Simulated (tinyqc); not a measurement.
Worked calculation: bound state in one dimension: Numerov shooting, finite differences, DVR. Computed by tinyqc, a small Python program that keeps every step. Settings: points = 64. Command: `OMP_NUM_THREADS=1 python tinyqc.py 20447 20448 out.jsonl` (the two numbers bound the seeds that draw the settings). One thread of a shared host (Intel(R) Xeon(R) Processor @ 2.60GHz), about 0.01 s of CPU time with the checks.

## Numerov steps at E = 0.1

One particle of mass 1 in V = 1.53^2 x^2/2 + 0.22 x^4 (atomic units), psi = 0 at both ends:
```
parameter,value
left end,-4.500000
right end,4.500000
intervals,64
h,0.140625
state sought (nodes),0
```

k_i = 2 m (E - V_i); (1 + h^2 k_(i+1)/12) y_(i+1) = 2 (1 - 5 h^2 k_i/12) y_i - (1 + h^2 k_(i-1)/12) y_(i-1), from y_0 = 0, y_1 = 0.001.

Points along the way:
```
i,x,V,k,y
0,-4.50000,113.91536,-227.63073,0.00000
1,-4.35938,101.69811,-203.19622,0.00100
2,-4.21875,90.51947,-180.83894,0.00762
3,-4.07812,80.31647,-160.43294,0.05068
4,-3.93750,71.02819,-141.85638,0.30016
5,-3.79688,62.59579,-124.99158,1.59283
21,-1.54688,4.06031,-7.92062,6978121.39350
22,-1.40625,3.17496,-6.14991,1.07e+07
23,-1.26562,2.43931,-4.67861,1.57e+07
24,-1.12500,1.83375,-3.46750,2.22e+07
25,-0.98438,1.34073,-2.48146,3.02e+07
26,-0.84375,0.94476,-1.68952,3.96e+07
```

## Bisection on the node count

With more sign changes than the state has nodes (the last point included) the energy is too high, else too low; the bracket starts as 0.1 to 12.

Trials:
```
trial,E,sign changes,y at the right end,next
1,6.0500000,3,-1.55e+14,lower
2,3.0750000,2,9.95e+15,lower
3,1.5875000,1,-1.79e+17,lower
4,0.8437500,1,-3.23e+16,lower
5,0.4718750,0,1.44e+18,raise
6,0.6578125,0,4.44e+17,raise
7,0.7507812,0,1.58e+17,raise
8,0.7972656,0,5.27e+16,raise
9,0.8205078,0,7.82e+15,raise
10,0.8321289,1,-1.28e+16,lower
11,0.8263184,1,-2.65e+15,lower
12,0.8234131,0,2.55e+15,raise
13,0.8248657,1,-5.95e+13,lower
14,0.8241394,0,1.24e+15,raise
...,...,...,...,...
29,0.8248325,1,-2.15e+10,lower
30,0.8248324,1,-1.65e+09,lower
31,0.8248324,0,8.26e+09,raise
```

eigenvalue = 0.8248324 hartree

## The same grid by other methods

Three-point finite differences and the sine-DVR kinetic matrix of Colbert and Miller on the same points.

Lowest levels (hartree):
```
state,finite differences,DVR
0,0.82300,0.82484
1,2.56332,2.57387
2,4.46831,4.49928
```
